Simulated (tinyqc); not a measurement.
# Changing the dose Q

Model: implant damage, amorphisation by cascade overlap, and solid-phase epitaxial regrowth. Computed by tinyqc, a small Python program. Command: `OMP_NUM_THREADS=1 python tinyqc.py 3111746 3111747 out.jsonl sper sweep`. One thread of a shared host (Intel(R) Xeon(R) Processor @ 2.30GHz), about 0.01 s of CPU time with the checks.

Range and width of the damage are inputs. Dynamic annealing enters only through the surviving share f.

Inputs (values chosen for the exercise, modelled on silicon ions in silicon):

| quantity | value | unit |
|---|---|---|
| atomic density N | 49.9 | 1/nm^3 |
| ion Z1 | 14 | - |
| ion mass M1 | 28 | u |
| target Z2 | 14 | - |
| target mass M2 | 28.09 | u |
| ion energy E | 53 | keV |
| displacement energy E_d | 17 | eV |
| depth of the damage peak R_d | 51 | nm |
| width of the damage profile s_d | 28 | nm |
| share of defects that survive f | 0.49 | - |
| critical displaced share x_c | 0.17 | - |
| regrowth prefactor v0 | 6.4e+15 | nm/s |
| regrowth energy E_a | 2.71 | eV |
| anneal temperature | 659 | C |
| rate relative to (100) | 1 | - |
| peak enhancement by the dopant | 11 | - |

Constants: a_0 = 0.529177210903 angstrom; e^2/(4 pi eps_0) = 14.39964548 eV angstrom; k_B = 8.617333262e-05 eV/K.

Method:
- Robinson partition: eps = E a M2/(Z1 Z2 (e^2/(4 pi eps_0)) (M1 + M2)), a = 0.8853 a_0/sqrt(Z1^(2/3) + Z2^(2/3)); k = 0.0793 Z1^(2/3) Z2^(1/2) (M1 + M2)^(3/2)/((Z1^(2/3) + Z2^(2/3))^(3/4) M1^(3/2) M2^(1/2)); damage energy T_d = E/(1 + k (eps + 0.40244 eps^(3/4) + 3.4008 eps^(1/6))); displacements nu = 0.8 T_d/(2 E_d).
- Displaced share x(z) = f nu Q exp(-(z - R_d)^2/(2 s_d^2))/(sqrt(2 pi) s_d N); the layer is amorphous where x > x_c, between R_d -/+ s_d sqrt(2 ln(x_max/x_c)), the upper edge being cut at the surface. Threshold dose Q_c = Q x_c/x_max.
- Displaced atoms per area beyond the lower edge z2: f nu Q (1/2) erfc((z2 - R_d)/(sqrt2 s_d)); they are not removed by regrowth.
- v = v0 x orientation factor x exp(-E_a/(k_B T)) x [1 + (enhancement - 1) exp(-(z - R_d)^2/(2 s_d^2))], T = anneal temperature + 273.15 K; the dopant is taken to follow the damage profile; the lower front moves from the lower edge z2 to the surface, or to the middle (z1 + z2)/2 of a buried layer with upper edge z1; time = int dz/v; the equivalent undoped distance is that time times the undoped velocity.

One run for each value:

| dose Q (1/cm^2) | lower edge (nm) | upper edge (nm) | displaced atoms beyond z2 (1/cm^2) | time with enhancement (s) |
|---|---|---|---|---|
| 2.60e+14 | 76.18 | 25.820 | 1.6437e+16 | 0.1822 |
| 5.40e+14 | 93.19 | 8.809 | 1.2215e+16 | 0.3912 |
| 1.10e+15 | 104.81 | 0.000 | 1.0308e+16 | 1.2092 |
| 2.30e+15 | 114.66 | 0.000 | 9.0744e+15 | 1.5377 |
| 4.70e+15 | 122.92 | 0.000 | 8.2320e+15 | 1.9152 |
| 9.70e+15 | 130.43 | 0.000 | 7.5843e+15 | 2.3322 |
| 2.00e+16 | 137.28 | 0.000 | 7.0718e+15 | 2.7580 |

Over the rows, lower edge (nm) rises from 76.2 to 137 (exponent d ln y / d ln x 0.28 between the first rows and 0.071 between the last); upper edge (nm) falls from 25.8 to 0, flat over part of the range; displaced atoms beyond z2 (1/cm^2) falls from 1.64e16 to 7.07e15 (exponent d ln y / d ln x -0.41 between the first rows and -0.097 between the last).  Left out: 3.00e13, 6.20e13, 1.30e14 (the dose does not amorphise).
